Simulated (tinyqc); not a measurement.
# Resistance of a source-drain extension with a graded tip: what changes with what

y runs along the channel, the gate covers y > 0. The doping is N0 for y < y0 and N0 10^(-(y - y0)/la) beyond, uniform over the depth xj. Sheet conductance s(y) = q mu(N) max(N - Nch, 0) xj + (for y > 0) ma Cox Vo, with mu(N) = u0 + (u1 - u0)/(1 + (N/Nr)^au) and Cox = eps0 eox/tox. Current is taken as one-dimensional; depletion of the tip, spreading and the contact are left out. The metallurgical junction lies at yj, where N = Nch.

Values chosen for this exercise; mobility law close to that of electrons in silicon:

| symbol | value | unit | meaning |
|---|---|---|---|
| eox | 21.5 |  | relative permittivity of the gate insulator (close to hafnium oxide) |
| tox | 7.5 | nm | insulator thickness |
| N0 | 9.8e19 | cm^-3 | active doping of the extension far from the gate |
| la | 6.5 | nm/decade | lateral abruptness |
| y0 | 4.9 | nm | position under the gate where the fall begins (gate edge at 0) |
| xj | 12 | nm | depth of the extension |
| Nch | 3.5e18 | cm^-3 | channel doping |
| Ls | 24 | nm | spacer length |
| Vo | 0.37 | V | gate overdrive |
| ma | 150 | cm^2/(V s) | mobility of the gate-induced layer |
| u1 | 1414 | cm^2/(V s) | mobility at low doping |
| u0 | 68.5 | cm^2/(V s) | mobility at high doping |
| Nr | 9.2e16 | cm^-3 | reference doping |
| au | 0.711 |  | exponent |
| Lg | 90 | nm | gate length |

Constants: q = 1.602176634e-19 C, eps0 = 8.8541878128e-14 F/cm where lengths are in cm. Results are converted to the units shown.

Each table varies one quantity; the others keep the values above.

## Abruptness at a fixed junction position

R_spacer = integral of dy/s from -Ls to 0, R_ov from 0 to yj, R_channel = (Lg - 2 yj)/(ma Cox Vo), R_total = 2 R_spacer + 2 R_ov + R_channel. Electrical length L_eff = ma Cox dR_total/d(1/Vo); R_series = R_total - L_eff/(ma Cox Vo). y0 is moved with la so that yj stays at 14.307 nm.

The same in every row: yj (nm) = 14.31; R_channel (ohm um) = 435.8.

Abruptness at a fixed junction position:
```
la (nm/decade)  R_spacer (ohm um)  R_ov (ohm um)  R_total (ohm um)  L_eff (nm)  R_series (ohm um)
1                           16.96          12.31             494.3       62.23              52.58
2.3                         16.96          16.37             502.4       63.01              55.12
3.6                         16.96          20.43             510.5       63.80              57.66
4.9                         16.96          24.49             518.7       64.58              60.19
6.1                         16.96          28.23             526.1       65.31              62.54
7.4                         16.96          32.29             534.3       66.09              65.07
8.7                         16.96          36.35             542.4       66.88              67.61
10                          16.96          40.40             550.5       67.67              70.15
```

What does the comparison show, and why?

As la goes from 1 to 10 nm/decade, R_total rises from 494 to 550 ohm um, R_spacer stays near 17.0 ohm um and R_ov rises from 12.3 to 40.4 ohm um. R_total changes on average by 6.24 ohm um for each nm/decade. L_eff exceeds the metallurgical length by 0.839 nm in the first row and 6.28 nm in the last, since the gate also controls the lightly doped tips.

## Effect of the gate overdrive

Same model as above.

The same in every row: yj (nm) = 14.31; R_spacer (ohm um) = 16.96.

Effect of the gate overdrive:
```
Vo (V)  R_ov (ohm um)  R_channel (ohm um)  R_total (ohm um)  L_eff (nm)  R_series (ohm um)
0.15            44.63                1075              1198       63.52              85.82
0.3             32.68               537.4             636.7       64.98              67.80
0.45            26.68               358.3             445.6       66.14              59.52
0.6             22.88               268.7             348.4       67.11              54.60
0.75            20.20               215.0             289.3       67.96              51.28
0.9             18.17               179.1             249.4       68.71              48.87
1.05            16.58               153.6             220.6       69.40              47.03
1.2             15.28               134.4             198.8       70.02              45.57
```

As Vo goes from 0.15 to 1.2, R_total falls from 1200 to 199 ohm um, L_eff rises from 63.5 to 70.0 nm and R_series falls from 85.8 to 45.6 ohm um. Both extracted quantities depend on the overdrive at which they are taken.

Program tinyqc, `OMP_NUM_THREADS=1 python tinyqc.py 2282260 2282261 out.jsonl`; Intel Xeon 2.30GHz, shared host, one thread, about 0.03 s.
